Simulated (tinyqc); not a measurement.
# Fermi-level pinning at a metal contact (Cowley-Sze model): what changes with what

Interface states of density Ds lie behind a thin layer of thickness dl. Neglecting the depletion charge, the barrier for electrons is phi = S (pM - chi) + (1 - S) E0 with S = 1/(1 + q Ds dl/(eps0 ei)); the barrier for holes is Eg - phi.

Parameters, values chosen for the exercise; material values close to those of gallium nitride:
```
symbol,value,unit,meaning
Eg,3.41,eV,band gap
chi,4.02,eV,electron affinity
Ds,2.1e13,cm^-2 eV^-1,density of interface states
E0,2.07,eV,depth of their neutrality level below the conduction edge
dl,0.51,nm,thickness of the interface layer
ei,3.8,,its relative permittivity
pM,4.43,eV,metal work function
```

Constants: q = 1.602176634e-19 C, eps0 = 8.8541878128e-14 F/cm where lengths are in cm. Results are converted to the units shown.

Each table varies one quantity; the others keep the values above.

## Barrier against work function

phi is listed beside the Schottky-Mott value pM - chi.

Barrier against work function:
```
pM (eV)	pM - chi (eV)	phi (eV)
3.4	-0.6200	0.2885
3.7	-0.3200	0.4872
4	-0.02000	0.6859
4.3	0.2800	0.8846
4.6	0.5800	1.083
4.9	0.8800	1.282
5.2	1.180	1.481
5.5	1.480	1.679
5.8	1.780	1.878
```

phi rises with slope S = 0.662, by 1.59 eV over 2.40 eV of work function, and equals the Schottky-Mott value at pM = chi + E0 = 6.09 eV.

## Unpinning by a thin insulator

Same model as above.

An inserted insulator of thickness t and permittivity 3.9 damps the metal-induced states, Ds(t) = Ds exp(-t/0.31 nm), and adds t/3.9 to dl/ei.

Result of one run:
```
t (nm)	Ds(t) (cm^-2 eV^-1)	S	phi (eV)
1.5	1.6626e11	0.98463	0.43551
```

What becomes of these results when the insulator thickness t is changed from 1.5 to 0.3 nm, all else the same?

Result of the changed run:
```
t (nm)	Ds(t) (cm^-2 eV^-1)	S	phi (eV)
0.3	7.9787e12	0.76639	0.79780
```

The whole series:
```
t (nm)	Ds(t) (cm^-2 eV^-1)	S	phi (eV)
0	2.1000e13	0.66225	0.97066
0.3	7.9787e12	0.76639	0.79780
0.6	3.0314e12	0.86355	0.63651
0.9	1.1518e12	0.92931	0.52734
1.2	4.3760e11	0.96619	0.46612
1.5	1.6626e11	0.98463	0.43551
1.8	6.3170e10	0.99324	0.42123
2.1	2.4001e10	0.99709	0.41484
2.4	9.1188e9	0.99876	0.41205
```

S rises from 0.662 to 0.999, and phi falls from 0.971 to 0.412 eV, towards pM - chi = 0.410 eV. The insulator also adds a tunnelling resistance, which is not counted here and sets a best thickness.

tinyqc, about 0.01 s, one thread, Intel Xeon 2.30GHz (shared host): `OMP_NUM_THREADS=1 python tinyqc.py 2430139 2430140 out.jsonl`
